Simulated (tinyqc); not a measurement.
MOSFET in saturation, small-signal circuit and noise: one step of the calculation.

Bias by the inversion coefficient IC = I/Ispec (charge-based model with velocity saturation; weak inversion below 0.1, strong above 10). Common-source circuit: gm, gds, Cgs, Cgd and Cj at the inner nodes, Rg in series with the gate; quasi-static, no source or drain resistance, no gate-body capacitance, no substrate network, no induced gate noise, so fmax is an upper estimate.

Question. Current gain and unilateral power gain. |h21| = |Y21/Y11|; U = |Y21 - Y12|^2/(4 [Re Y11 Re Y22 - Re Y12 Re Y21]). Extrapolated at 20 dB a decade: f |h21| and f sqrt(U).

Parameters, values chosen for the exercise:
```
symbol  value  unit           meaning
f           1   GHz  signal frequency
```

Y with Rg (mS):

|  | 1 | 2 |
|---|---|---|
| 1 | 0.000142119+0.322582976i | -0.000032111-0.072884935i |
| 2 | 9.638224393-0.077131212i | 0.298793687+0.184428419i |

Find: |h21|; U; f |h21|; f sqrt(U).

Answer.

|h21| = 29.88
U = 6.599e4
f |h21| = 29.88 GHz
f sqrt(U) = 256.9 GHz

Numbers from tinyqc (`OMP_NUM_THREADS=1 python tinyqc.py 2150151 2150152 out.jsonl`; about 0.01 s on one thread of a shared Intel Xeon 2.30GHz).
